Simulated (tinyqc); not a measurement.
Quantum point contact as a saddle point with Zeeman splitting: one step of the calculation.

Potential V0 - m wx^2 x^2/2 + m wy^2 y^2/2; energies are counted from V0. Mode n = 0, 1, ... transmits T_n(E) = 1/(1 + exp(-2 pi (E - E_n)/wx)), E_n = wy (n + 1/2) +/- Ez/2 for the two spins, Ez = gs muB B, muB = q hbar/(2 m0); each spin carries q^2/h.

Question. Thermal average on a coarse grid. g(T) = int g(E) (-df/dE) dE = int g(mu + x kB T) dx/(4 cosh^2(x/2)), g(E) the zero-temperature value at E, g = G/(2 q^2/h). Simpson's rule on nE equally spaced x from -xm to xm.

Inputs (values chosen for the exercise): temperature T = 0.3 K; transverse quantum hbar wy wy = 5.9 meV; curvature of the barrier hbar wx wx = 5.6 meV; Fermi level above the saddle point mu = 7.33 meV; size of the g factor gs = 4; in-plane magnetic field B = 8 T; points of the energy grid nE = 11; half-range of the grid in kB T xm = 6.

Constants: q = 1.602176634e-19 C, kB = 1.380649e-23 J/K, hbar = 1.054571817e-34 J s, m0 = 9.1093837015e-31 kg, Vt = kB T/q. Results are converted to the units shown.

Give: x; E; g(E); weight; integral of the weight; g(T); g(T) divided by the integral of the weight.

Answer.

x, point 0 to 10: [-6.000, -4.800, -3.600, -2.400, -1.200, 0.000, 1.200, 2.400, 3.600, 4.800, 6.000]
E, point 0 to 10 (meV): [7.175, 7.206, 7.237, 7.268, 7.299, 7.330, 7.361, 7.392, 7.423, 7.454, 7.485]
g(E), point 0 to 10: [1.163, 1.168, 1.173, 1.178, 1.184, 1.189, 1.194, 1.199, 1.205, 1.210, 1.216]
weight, point 0 to 10: [0.0025, 0.0081, 0.0259, 0.0763, 0.1779, 0.2500, 0.1779, 0.0763, 0.0259, 0.0081, 0.0025]
integral of the weight = 0.9980
g(T) = 1.186
g(T) divided by the integral of the weight = 1.189

Range of the model: Orbital effects of the in-plane field and interactions (such as the 0.7 feature) are left out.

tinyqc, about 0.04 s, one thread, Intel Xeon 2.30GHz (shared host): `OMP_NUM_THREADS=1 python tinyqc.py 2740035 2740036 out.jsonl`
